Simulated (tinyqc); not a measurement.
Size of the test strain: deformation potentials from a strained empirical pseudopotential.

Diamond lattice, no spin-orbit coupling. Atomic form factor V(q) = a1 (q^2 - a2)/(a3 exp(a4 q^2) - 1) in rydberg with q in 1/bohr, for the unstrained cell. Under a strain e the reciprocal vectors and k go over into (1 + e)^(-1) G, the atoms sit at +/- tau with tau = (1 + e) a (1,1,1)/8 - zeta a (eyz, ezx, exy)/4, and H(G,G') = c |k + G|^2 delta + (V(q)/det(1 + e)) cos(q.tau), q = G - G', with the term q = 0 left out; c = hbar^2/2m0. The basis is fixed before straining: all G with |k + G|^2 up to 16 (2 pi/a)^2. k is given in units of 2 pi/a of the unstrained cell.

Constants: hbar^2/2m0 = 3.80998211 eV angstrom^2; Ry = 13.60569312 eV; a0 (Bohr radius) = 0.5291772105 angstrom.

Inputs chosen for the exercise (out of a larger set: near those of Si; not measured data):
- a = 5.423 angstrom (lattice constant)
- A = (0.538, 2.185, 2.08, 0.488) (a1 (Ry bohr^2), a2 (1/bohr^2), a3, a4 (bohr^2))
- kD = 0.82 2 pi/a (position of the Delta minimum)

e = diag(-h/2, -h/2, h). Xu = [E(Delta z) - E(Delta x)]/(1.5 h) at fixed kD, b = [E(Z) - E(X, Y)]/(4.5 h); one-sided from +h alone, central from +h and -h.

Results (eV):

| h | Xu one-sided | Xu central | b one-sided | b central |
|---|---|---|---|---|
| 0.0010 | 8.092 | 8.097 | -3.259 | -3.255 |
| 0.0025 | 8.084 | 8.097 | -3.265 | -3.255 |
| 0.0100 | 8.047 | 8.098 | -3.296 | -3.255 |
| 0.0200 | 7.999 | 8.103 | -3.338 | -3.256 |
| 0.0300 | 7.954 | 8.109 | -3.380 | -3.257 |

Give the missing row, h = 0.0050.

Computed row:
```
h       Xu one-sided  Xu central  b one-sided  b central
0.0050         8.072       8.097       -3.275     -3.255
```

From h = 0.001 to 0.03 the one-sided Xu drifts by -0.138 eV and the central one by +0.012 eV; for b the drifts are -0.121 and -0.003 eV. The central difference cancels the term of second order in the strain, so its error goes as h^2. At h = 0.02 the linear law errs by 1.2 % for the valley splitting and 2.6 % for the valence splitting.

Program tinyqc; command `OMP_NUM_THREADS=1 python tinyqc.py 1880993 1880994 out.jsonl`; about 0.2 s on one thread of a shared Intel(R) Xeon(R) Processor @ 2.30GHz.
